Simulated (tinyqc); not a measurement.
Donor binding, ionisation and the Mott limit: two steps of the calculation.

Hydrogenic donor: Ry = (m0 q^3/(8 eps0^2 h^2)) me/eps_r^2 in eV, E0 = cc Ry, radius a = q/(8 pi eps0 eps_r E0), Mott density Nm = (0.26/a)^3. Below Nm the level sinks as Ed = E0 [1 - (N/Nm)^(1/3)]. Neutrality: Nc F12(eta) = N/(1 + 2 exp(eta + Ed/kB T)), F12(x) = (2/sqrt(pi)) int_0^infinity sqrt(u)/(1 + exp(u - x)) du.

Values chosen for this exercise; band and dielectric values close to those of 4H silicon carbide: temperature T = 77 K; relative permittivity eps_r = 9.62; mass in the hydrogenic formula, set independently of Nc me = 0.365 m0; conduction-band density of states at 77 K Nc = 2.21e18 cm^-3; ratio of the true binding energy to the hydrogenic one cc = 1.7; donor density N = 1.8e18 cm^-3.

Constants: q = 1.602176634e-19 C, kB = 1.380649e-23 J/K, eps0 = 8.8541878128e-12 F/m, h = 6.62607015e-34 J s, m0 = 9.1093837015e-31 kg, Vt = kB T/q. Results are converted to the units shown.

Task 1. Binding energy, radius and Mott density. The mean spacing of the donors is N^(-1/3).

Wanted: Ry; E0; a; Nm; spacing over a; Ed.

Result 1.

Ry = 53.662 meV
E0 = 91.225 meV
a = 0.82042 nm
Nm = 3.1829e19 cm^-3
spacing over a = 10.020
Ed = 56.209 meV

Task 2. Ionisation. Solve the neutrality equation for eta. Boltzmann form: with k = (Nc/2) exp(-Ed/kB T) the ionised share is [-k + sqrt(k^2 + 4 k N)]/(2 N).

Ed = 56.208859 meV

Give: eta; ionised share; n; ionised share, Boltzmann form.

Result 2.

eta = -4.6888
ionised share = 1.1256 %
n = 2.0262e16 cm^-3
ionised share, Boltzmann form = 1.1275 %

With the level held at E0 the share would be 0.0810 %.

Range of the model: A sharp level with degeneracy 2 overstates freeze-out near Nm, where the impurity band broadens and merges with the conduction band.

tinyqc, about 0.01 s, one thread, Intel Xeon 2.30GHz (shared host): `OMP_NUM_THREADS=1 python tinyqc.py 2330131 2330132 out.jsonl`
